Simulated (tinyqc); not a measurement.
Stacked nanosheet transistor, parasitic resistance, capacitance and delay: what each parasitic element costs.

Ns sheets share one contact on top; each has perimeter p = 2 (Ws + ts) and cross-section A = Ws ts; contact width Wc = Ws + 10 nm, stack height Hs = Ns pv. Sheet 1 is the top one. Contact length Lc = CPP - Lg - 2 Lsp, shared by two neighbouring gates. Source and drain sides are equal. The formulas are first-order estimates, not field solutions.

Epitaxy sheet resistance Rsh = re/te, transfer length LT = sqrt(rc/Rsh), contact Rc = [sqrt(rc Rsh)/Wc] coth(Lc/(2 LT)); extension of one sheet Rx = rx Lsp/A. With N sheets: gate Cg = Cinv p N Lg; per side, plate Cp = ks eps0 [Wc (Hs + Hc) - N A]/Lsp, top fringe Cf = (2/pi) ks eps0 Wc ln(1 + Lg/(2 Lsp)), overlap Co = Cinv p N Lov. One sheet: I = p Q vx u/(1 + |u|^1.8)^(1/1.8), Q = Cinv n Vt ln(1 + exp((Vg' - VT + dl Vd')/(n Vt))), u = Vd' mu/(vx Lg), Vg' = Vgs - v, Vd' = Vds - 2 v, with the drop on each side v_j = Rc sum I + rv (sum over levels k = 2..j of the current of sheets k..Ns) + Rx I_j. Ieff = [I(Vgs = Vdd, Vds = Vdd/2) + I(Vdd/2, Vdd)]/2, total currents. With Cs = Cp + Cf + Co, the load of an inverter of two such devices driving an equal one is CL = 2 (Cg + 2 Cs) + 4 Cs + Cw (own drains counted twice for the Miller effect); delay CL Vdd/(2 Ieff). Each row removes one element and keeps the rest.

Values chosen for this exercise; values close to those of silicon logic devices: temperature T = 300 K; number of sheets Ns = 3; sheet width Ws = 20 nm; sheet thickness ts = 6 nm; vertical pitch of the sheets pv = 14 nm; vertical resistance between sheet levels rv = 234 ohm; contacted gate pitch CPP = 60 nm; gate length Lg = 14 nm; spacer length Lsp = 4 nm; relative permittivity of the spacer ks = 7; gate height above the channel stack Hc = 20 nm; contact resistivity rc = 1.8e-9 ohm cm^2; resistivity of the source-drain epitaxy re = 0.00021 ohm cm; current-carrying depth of the epitaxy te = 30 nm; resistivity of the extension rx = 0.00068 ohm cm; gate overlap Lov = 0.5 nm; inversion capacitance Cinv = 2.2 uF/cm^2; injection velocity vx = 1e7 cm/s; apparent mobility mu = 280 cm^2/(V s); threshold at zero drain voltage VT = 0.21 V; barrier lowering dl = 0.065 V/V; subthreshold factor n = 1.18; wire load Cw = 0.25 fF; supply voltage Vdd = 0.6 V.

Constants: q = 1.602176634e-19 C, kB = 1.380649e-23 J/K, eps0 = 8.8541878128e-12 F/m, Vt = kB T/q. Results are converted to the units shown.

One element removed at a time:
```
                         Ieff (uA)  CL (aF)  delay (ps)
as given                     74.10    555.3       2.248
no contact resistance        83.85    555.3       1.987
no extension resistance      76.19    555.3       2.187
no vertical resistance       77.66    555.3       2.145
air spacer (ks = 1)          74.10    387.8       1.570
no overlap                   74.10    541.6       2.193
no wire                      74.10    305.3       1.236
```

What does the table show?

Gains in delay, largest first: no wire 45 %, air spacer (ks = 1) 30 %, no contact resistance 12 %, no vertical resistance 4.6 %, no extension resistance 2.7 %, no overlap 2.5 %.

Numbers from tinyqc (`OMP_NUM_THREADS=1 python tinyqc.py 2170093 2170094 out.jsonl`; about 0.06 s on one thread of a shared Intel Xeon 2.30GHz).
